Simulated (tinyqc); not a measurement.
Position of the spike: inter-valley coupling by envelope functions against a chain of atomic planes.

Chain: E(phi) = e0 + 2 v cos(phi) + 2 u cos(2 phi), cos(phi0) = -v/(4u), e0 = 2u + v^2/(4u); plane j = 0, 1, ... has the potential V_j = dE x_j + F (j - 30) a/4 (1 MV/m = 1e-4 V/angstrom). There are 30 barrier planes a side; with y = j - 29.5, x_j = xb (f(y) + f(Nw - y)), f(y) = 1/(1 + exp(y/L)), plus any Ge added in the well. The valley splitting is the spacing of the two lowest levels. Envelope theory: F_j solves a one-valley chain with hopping -b and diagonal 2b + V_j, b = 4u sin^2(phi0), sum F_j^2 = 1; the valleys couple by Dv = sum_j F_j^2 V_j exp(-2 i phi0 j) and split by 2|Dv|.

Parameters, chosen for this exercise (near those of the Delta valleys of silicon in a SiGe well; shifted at random, so the results belong to these values and not to a real crystal):

| symbol | value | unit | meaning |
|---|---|---|---|
| a | 5.431 | angstrom | lattice constant; planes lie a/4 apart |
| u | 0.614 | eV | second-neighbour hopping |
| v | 0.626 | eV | nearest hopping |
| Nw | 50 |  | planes in the well |
| L | 0.75 | planes | interface width |
| xb | 0.26 |  | Ge fraction of the barriers |
| dE | 0.61 | eV | offset per unit Ge fraction |
| F | 8 | MV/m | field |
| xs | 0.08 |  | Ge fraction added on that plane |

The spike is moved through the well; position counted from the first well plane, j - 30.

Against position:

| j - 30 | F_j^2, smooth | mean of the doublet (meV) | splitting, chain (micro-eV) | envelope | first order |
|---|---|---|---|---|---|
| 2 | 0.01509 | 28.81 | 1261 | 1239 | 1473 |
| 6 | 0.03192 | 29.49 | 2614 | 2578 | 3115 |
| 10 | 0.04332 | 30.02 | 3657 | 3623 | 4228 |
| 15 | 0.04437 | 30.14 | 3888 | 3866 | 4330 |
| 20 | 0.03457 | 29.67 | 2960 | 2948 | 3374 |
| 25 | 0.02184 | 29.08 | 1785 | 1777 | 2132 |
| 32 | 0.00857 | 28.52 | 660 | 656 | 837 |
| 40 | 0.00194 | 28.26 | 176 | 174 | 190 |
| 48 | 0.00018 | 28.19 | 19 | 17 | 18 |

What can be read from this table?

The splitting is largest at plane 15 among these rows (3888 micro-eV), and the smooth envelope peaks at plane 13, counting all planes; without a spike it is 22. Where the splitting exceeds 20 micro-eV the envelope theory lies within 1.8 % of the chain and first order within 27 %.

(tinyqc, `OMP_NUM_THREADS=1 python tinyqc.py 1452581 1452582 out.jsonl`, Intel(R) Xeon(R) Processor @ 2.30GHz, 1 thread, shared host, about 0.05 s.)
